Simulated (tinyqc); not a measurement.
Five forms on the same table: equation-of-state fits to an energy-volume table made by a known binding curve. Computed by tinyqc, a small Python program. Command: `OMP_NUM_THREADS=1 python tinyqc.py 3022591 3022592 out.jsonl eosfit walk`. One thread of a shared host (Intel(R) Xeon(R) Processor @ 2.30GHz), about 0.03 s of CPU time with the checks.

With x = (V/V_0)^(1/3), the energy per atom is E = D [exp(-2 eta (x - 1)) - 2 exp(-eta (x - 1))], so that B0 = 2 D eta^2/(9 V_0) and B' = 1 + eta. B' = dB/dP at P = 0.

Inputs (values chosen for the exercise, for a model crystal):
```
quantity,value,unit
cohesive energy D,6.36,eV/atom
true volume V_0,32.7,angstrom^3/atom
stiffness eta,4.35,-
half-width of the volume window w,0.08,-
shift of the window centre s,0.014,-
points N,9,-
compression V/V_0 for the pressure test,0.75,-
noise amplitude,0.15,meV
```

Binding curve: Morse. Noise: added.

Constants: 1 eV/angstrom^3 = 160.2176634 GPa.

Method:
- B0 and B' from the formulas above; P = -dE/dV at V = c V_0 (c the compression chosen), from the curve itself.
- Table: V_j = V_0 [1 + s + w (2 j/(N - 1) - 1)], j = 0..N-1, rounded to 0.001; E_j from the curve plus the noise amplitude times the listed numbers xi_j (xi_0 first), rounded to 1e-7 eV.
- Murnaghan: E = E0 + (B0 V/B') [(V0/V)^B'/(B' - 1) + 1] - B0 V0/(B' - 1), P = (B0/B') [(V0/V)^B' - 1].
- Birch-Murnaghan: E = E0 + (9 V0 B0/16) [y^3 B' + y^2 (2 - 4 y)], y = (V0/V)^(2/3) - 1; P = (3 B0/2) (x^7 - x^5) [1 + (3/4)(B' - 4)(x^2 - 1)], x = (V0/V)^(1/3).
- Vinet: E = E0 + (9 B0 V0/h^2) {1 + [h (1 - x) - 1] exp(h (1 - x))}, P = 3 B0 (1 - x) x^-2 exp(h (1 - x)), x = (V/V0)^(1/3), h = (3/2)(B' - 1).
- All are least-squares fits to the energies; for polynomials in V, B0 = V E'' and B' = -1 - V E'''/E'' at the minimum.

numbers xi_j, drawn evenly from -1 to 1: [0.7697, -0.8973, 0.9470, 0.1299, -0.1161, 0.6290, -0.2149, 0.2243, -0.4811]

exact B0 = 131.035 GPa

exact B' = 5.35

exact pressure at c V_0 = 79.5999 GPa

Table:
```
V (angstrom^3),E (eV)
30.542,-6.2926378
31.196,-6.3288925
31.850,-6.3503057
32.504,-6.3594940
33.158,-6.3574704
33.812,-6.3455011
34.466,-6.3251535
35.120,-6.2970460
35.774,-6.2624764
```

Fitted values:
```
form,V0 (angstrom^3),B0 (GPa),B',P at c V_0 (GPa)
exact,32.700,131.03,5.3500,79.600
parabola in V,32.852,122.88,-1.0000,-
cubic in V,32.707,133.16,4.8929,-
Murnaghan,32.698,130.49,5.4986,91.653
Birch-Murnaghan,32.699,130.97,5.4277,82.248
Vinet,32.699,131.10,5.4066,79.721
```

What does the comparison show, and why?

In B0 the Vinet form comes closest (+0.05 %) and the parabola in V form misses most (-6.22 %). A parabola in V has no third derivative, so its B' is -1 by construction. At c V_0, beyond the window, the pressure errors are Murnaghan +15.1 %, Birch-Murnaghan +3.3 %, Vinet +0.2 %; Murnaghan keeps B linear in P and so runs too stiff under compression.

Extremes, crossings and ranges named in words are read from the listed rows.
